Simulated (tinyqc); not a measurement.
Transient enhanced diffusion after implantation: plus-n interstitials, dissolving clusters and loss to the surface: one step, computed by the program tinyqc.

The implant leaves n Q interstitials in clusters at depth R_p. While clusters last they hold the free interstitials at a supersaturation S = C_I/C_I*; interstitials drain to the surface, and the part f_I of the dopant diffusion that uses interstitials speeds up in proportion to S.

Problem. Duration and total effect at this temperature. The clusters last tau = n Q/J. If they dissolve fully at this T, the extra budget is (D/D* - 1) D* tau.

Inputs (values chosen for the exercise, modelled on arsenic in silicon): implant dose Q = 3.9e+13 1/cm^2; interstitials kept per ion n = 1.5; anneal (peak) temperature T = 1075 C.

Anneal: isothermal.

flux J = 2.315385e+14 1/(cm^2 s)

enhancement D/D* = 5.760559

equilibrium diffusivity D* = 7.072217e-15 cm^2/s

Give: duration tau; extra budget if complete.

Solution.

duration tau = 0.25266 s

extra budget if complete = 8.5064e-15 cm^2
